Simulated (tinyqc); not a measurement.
Interdiffusion of a quantum well during annealing: blurred potential and shift of the confined levels. From electron level before the anneal back to conduction offset V_c. Computed by tinyqc, a small Python program. Command: `OMP_NUM_THREADS=1 python tinyqc.py 3006367 3006368 out.jsonl qwi inv`. One thread of a shared host (Intel(R) Xeon(R) Processor @ 2.30GHz), about 0.02 s of CPU time with the checks.

A square well of width w is blurred by Fick diffusion with a constant coefficient; band offsets are linear in composition, masses are uniform, and strain and excitons are ignored.

Inputs (values chosen for the exercise, modelled on GaAs in AlGaAs):
```
quantity             value  unit
well width w           6.6    nm
electron mass m_e   0.0684   m_0
hole mass m_h        0.362   m_0
valence offset V_v    0.12    eV
```

Constants: hbar^2/(2 m_0) = 3.80998212 eV angstrom^2.

Method. Square well, ground state: take the lowest root of k tan(k w/2) = kappa, k^2 = E/c, kappa^2 = (V - E)/c, c = hbar^2/(2m) with hbar^2/(2 m_0) in eV angstrom^2.

Question. A run gave the result below. Find the conduction offset V_c, known to lie between 0.15 and 0.36 eV.

electron level before the anneal = 60.19256 meV

Answer.

Each step takes the trial c = (a f_b - b f_a)/(f_b - f_a), f being the result less the target and a, b, c the logarithms of the listed values; c replaces end b, the old b replaces a if the sign of f changed, and otherwise f_a is halved.

Scan of the range:
```
conduction offset V_c (eV)  electron level before the anneal (meV)
0.150                                                      48.0468
0.174                                                      51.0103
0.201                                                      53.8956
0.232                                                      56.7580
0.269                                                      59.6929
0.311                                                      62.5421
0.360                                                      65.3775
```

False position (Illinois rule, in the logarithm of the input) inside the bracket:
```
step     end a     end b     trial  electron level before the anneal (meV)
1     0.269000  0.311000  0.275932                                 60.1949
2     0.269000  0.275932  0.275868                                 60.1903
3     0.275932  0.275868  0.275900                                 60.1926
```

Electron level before the anneal rises at every point of a 13-point scan of the range (every second point is shown), so one value fits; it is bracketed by 0.269 and 0.311. Answer: conduction offset V_c = 0.2759 eV.

Caution: the well mass is used in the barriers too; a heavier barrier mass would lower these levels.
